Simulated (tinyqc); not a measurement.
Worked calculation: geometry optimisation on the LDA (VWN5)/sto-6g surface (energies and gradients from PySCF), for H4, spin multiplicity 1. Computed by tinyqc, a small Python program that keeps every step (integrals from PySCF). Settings: charge = 0, multiplicity = 1, basis = sto-6g, functional = lda,vwn, optimiser = bfgs, first Hessian = 0.15, largest step = 0.3, iteration cap = 30. Command: `OMP_NUM_THREADS=1 python tinyqc.py 30837 30838 out.jsonl` (the two numbers bound the seeds that draw the settings). One thread of a shared host (Intel(R) Xeon(R) Processor @ 2.60GHz), about 6 s of CPU time with the checks.

## Step 1: energy and gradient

positions at the start (bohr):
```
            x          y         z
1H  -0.060471   0.060471  0.009449
2H  -0.009449   0.020787  1.317139
3H   0.060471  -0.026456  3.133166
4H   0.015118  -0.060471  4.357708
```

Self-consistent energy and analytic gradient at these positions.

energy = -2.20543502 hartree

gradient (hartree/bohr):
```
              x            y            z
1H   0.00213378  -0.00193784   0.06681178
2H   0.00082380  -0.00077800   0.03467830
3H  -0.00578444  -0.00082343   0.02651207
4H   0.00282687   0.00353927  -0.12800215
```

## Step 1: move

Quasi-Newton step p = -H^(-1) g (first H = 0.15 times the unit matrix); steps longer than 0.3 bohr are cut back (factor 0.298 here).

positions after step 1 (bohr):
```
            x          y          z
1H  -0.064709   0.064320  -0.123240
2H  -0.011085   0.022332   1.248268
3H   0.071959  -0.024821   3.080513
4H   0.009504  -0.067500   4.611922
```

## Step 2: energy and gradient

As before.

energy = -2.22103829 hartree

gradient (hartree/bohr):
```
              x            y            z
1H   0.00101486  -0.00098924   0.03521365
2H   0.00174478  -0.00120409   0.04702103
3H   0.00001424   0.00308893  -0.11391761
4H  -0.00277388  -0.00089560   0.03168293
```

## Step 2: move

inverse Hessian in use (bohr^2/hartree), lower triangle:
```
            1          2          3          4          5          6          7          8
1    6.667887
2   -0.001146   6.667741
3    0.040107  -0.037585   7.981531
4    0.001214  -0.001117   0.038736   6.667422
5   -0.000903   0.000833  -0.028957  -0.000619   6.667163
6    0.036593  -0.033836   1.176451   0.026196  -0.020782   7.533693
7   -0.001791   0.001727  -0.061199  -0.002705   0.001894  -0.074533   6.667408
8    0.001439  -0.001293   0.044339   0.000269  -0.000348   0.016926  -0.004488   6.665374
9   -0.054279   0.048834  -1.676130  -0.011729   0.014103  -0.673968   0.166004   0.044683
10  -0.000643   0.000535  -0.017643   0.000735  -0.000372   0.011743   0.003755   0.002779
11   0.000609  -0.000615   0.022204   0.001467  -0.000981   0.037693   0.000866   0.002934
12  -0.022421   0.022587  -0.815185  -0.053203   0.035637  -1.369510  -0.030272  -0.105947

            9         10        11        12
9    5.129388
10  -0.099996   6.662820
11  -0.107620  -0.002942  6.665329
12   3.887377   0.105896  0.047724  4.963985
```

Quasi-Newton step p = -H^(-1) g (the inverse Hessian comes from BFGS updates; coordinates in the order x, y, z of each atom); steps longer than 0.3 bohr are cut back (factor 0.319 here).

positions after step 2 (bohr):
```
            x          y          z
1H  -0.069612   0.068899  -0.283188
2H  -0.015509   0.025680   1.111476
3H   0.080077  -0.029440   3.256291
4H   0.010712  -0.070808   4.732883
```

## Step 3: energy and gradient

As before.

energy = -2.24174359 hartree

gradient (hartree/bohr):
```
              x            y            z
1H   0.00024281  -0.00031334   0.01201576
2H   0.00104045  -0.00080108   0.02957127
3H   0.00083141   0.00176651  -0.06448414
4H  -0.00211467  -0.00065209   0.02289712
```

## Step 3: move

inverse Hessian in use (bohr^2/hartree), lower triangle:
```
            1          2          3          4          5          6          7          8
1    6.665788
2    0.000669   6.666183
3   -0.021681   0.015345   6.184874
4    0.000083  -0.000192   0.007896   6.667090
5   -0.000246   0.000320  -0.012123  -0.000548   6.667245
6    0.005377  -0.008767   0.345408   0.019335  -0.021152   7.426327
7    0.002187  -0.001746   0.057478  -0.000379   0.000464  -0.008844   6.659989
8    0.000058  -0.000141   0.005598  -0.000258  -0.000137   0.004167  -0.001727   6.664635
9   -0.000403   0.003766  -0.159249   0.009507   0.005181  -0.152022   0.058806   0.074043
10  -0.001391   0.001270  -0.043693  -0.000128   0.000330  -0.015868   0.004869   0.001927
11  -0.000481   0.000304  -0.008820   0.000999  -0.000762   0.025751   0.003009   0.002310
12   0.016707  -0.010345   0.295634  -0.036737   0.028095  -0.953046  -0.107440  -0.083808

            9         10        11        12
9    3.965263
10  -0.067909   6.663316
11  -0.082990  -0.003527  6.664815
12   3.012674   0.127470  0.066058  4.311405
```

Quasi-Newton step p = -H^(-1) g (the inverse Hessian comes from BFGS updates; coordinates in the order x, y, z of each atom); steps longer than 0.3 bohr are cut back (factor 0.917 here).

positions after step 3 (bohr):
```
            x          y          z
1H  -0.071382   0.071326  -0.376434
2H  -0.021144   0.031000   0.917348
3H   0.080353  -0.034264   3.432956
4H   0.017842  -0.073731   4.843593
```

## Convergence

Stop when the largest gradient component is below 3e-5 hartree/bohr. The inverse Hessian follows the BFGS update with s = step, y = change of gradient.

Course of the optimisation:
```
step  E (hartree)  largest gradient (hartree/bohr)
1     -2.20543502                         1.28e-01
2     -2.22103829                         1.14e-01
3     -2.24174359                         6.45e-02
4     -2.25028022                         5.95e-02
5     -2.25534508                         3.86e-02
6     -2.25794591                         1.36e-02
7     -2.25944812                         6.20e-03
8     -2.26006498                         5.64e-03
9     -2.26037805                         2.18e-03
10    -2.26046396                         2.58e-04
11    -2.26048229                         4.02e-04
12    -2.26048486                         1.48e-04
13    -2.26048500                         3.07e-05
14    -2.26048502                         3.12e-05
15    -2.26048508                         9.22e-05
16    -2.26048519                         1.96e-04
17    -2.26048541                         3.32e-04
18    -2.26048567                         3.90e-04
19    -2.26048599                         2.64e-04
20    -2.26048611                         2.30e-05
```

Final distances (angstrom):
```
pair   distance
2H-1H  0.735318
3H-1H  2.784626
3H-2H  2.049321
4H-1H  3.519960
4H-2H  2.784647
4H-3H  0.735353
```

Converged in 20 steps.
